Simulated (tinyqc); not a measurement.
Classical Heisenberg spin chain: exact results, Metropolis, heat-bath and over-relaxation steps, and a Monte Carlo run: one step, computed by the program tinyqc. Command: `OMP_NUM_THREADS=1 python tinyqc.py 3130197 3130198 out.jsonl heismc walk`. One thread of a shared host (Intel(R) Xeon(R) Processor @ 2.30GHz), about 0.2 s of CPU time with the checks.

E = -J sum_i s_i . s_(i+1) for unit vectors s_i on an open chain; K = J/(k_B T).

Problem. Exact results. Each bond angle is independent, so u = <s_i . s_(i+1)> = coth K - 1/K, <s_i . s_(i+n)> = u^n, correlation length xi = -1/ln|u|, energy per bond -J u, heat capacity per bond c/k_B = 1 - K^2/sinh^2 K, and for the long chain chi = mu^2 (1 + u)/(3 k_B T (1 - u)) per spin.

Inputs (values chosen for the exercise, for a model chain of large moments): coupling J = 2.5 meV; temperature T = 12.7 K; moment mu = 3.5 mu_B.

Constants: k_B = 8.617333262e-05 eV/K; mu_B = 5.7883818060e-05 eV/T.

Give: K; u; xi; energy per bond; heat capacity; chi over the Curie value; chi.

Solution.

K = 2.284

u = 0.5832

xi = 1.855 sites

energy per bond = -1.458 meV

heat capacity = 0.7790 k_B/bond

chi over the Curie value = 3.798

chi = 0.8204 mu_B/T per spin
